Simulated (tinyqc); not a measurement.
p-n heterojunction, non-linear Poisson equation by Newton steps, Boltzmann statistics: one step of the calculation.

One dimension, material 1 (p-type) at x < 0 and material 2 (n-type) at x > 0. Band edges: Ec = -psi in material 1 and -psi + dEc in material 2, Ev = Ec - Eg. Flat quasi-Fermi levels: 0 for holes, +V for electrons. n = Nc F((EFn - Ec)/Vt), p = Nv F((Ev - EFp)/Vt), with F(eta) = exp(eta) (Boltzmann statistics); full ionisation, no interface charge, classical densities; the doping types are chosen for the exercise.

Question. Newton step. Solve the tridiagonal system a_(i-1) d_(i-1) + b_i d_i + a_i d_(i+1) = -F_i for nodes 1 to 12, with d = 0 on fixed nodes. Half of the step is added while the largest |d| exceeds 1.5 Vt, the full step after that.

Values chosen for this exercise:

| symbol | value | unit | meaning |
|---|---|---|---|
| T | 300 | K | temperature |

Constants: q = 1.602176634e-19 C, kB = 1.380649e-23 J/K, Vt = kB T/q. Results are converted to the units shown.

coupling a_i, interval 0 to 12 (F/cm^2): 1.2376822e-7  1.4756980e-7  1.7708376e-7  2.0890098e-7  2.5186968e-7  3.0132053e-7  3.4531332e-7  2.8183091e-7  2.3930237e-7  2.0472111e-7  1.7137138e-7  1.4756980e-7  1.2354681e-7

```
node  diagonal b (F/cm^2)  residual F (C/cm^2)
1           -2.3906876e-6        2.2962639e-16
2           -2.0945102e-6        5.0382756e-14
3           -1.8488137e-6        5.8518209e-12
4           -1.5300498e-6        3.7191955e-10
5           -9.1979663e-7         1.0623576e-8
6           -6.5063360e-7         3.4861457e-7
7           -6.3183336e-7        -3.5007167e-7
8           -9.3273275e-7        -9.3691764e-9
9           -1.5376220e-6       -2.8783698e-10
10          -1.8362074e-6       -4.3660730e-12
11          -2.0607155e-6       -3.5936770e-14
12          -2.3272811e-6       -1.7041129e-16
```

psi after iteration 1, node 0 to 13 (V): -1.2704760  -1.2704736  -1.2704376  -1.2700238  -1.2664510  -1.2435219  -1.1313299  0.0409720  0.1524217  0.1735595  0.1766925  0.1770511  0.1770816  0.1770837

Give: Newton step d, before damping; psi after iteration 2.

Answer.

Newton step d, before damping, node 1 to 12 (V): 0.00001  0.00024  0.00281  0.02468  0.14610  0.39011  -0.40202  -0.13712  -0.02186  -0.00246  -0.00021  -0.00001
psi after iteration 2, node 0 to 13 (V): -1.2705  -1.2705  -1.2703  -1.2686  -1.2541  -1.1705  -0.9363  -0.1600  0.0839  0.1626  0.1755  0.1769  0.1771  0.1771

Program tinyqc, `OMP_NUM_THREADS=1 python tinyqc.py 2040143 2040144 out.jsonl`; Intel Xeon 2.30GHz, shared host, one thread, about 0.03 s.
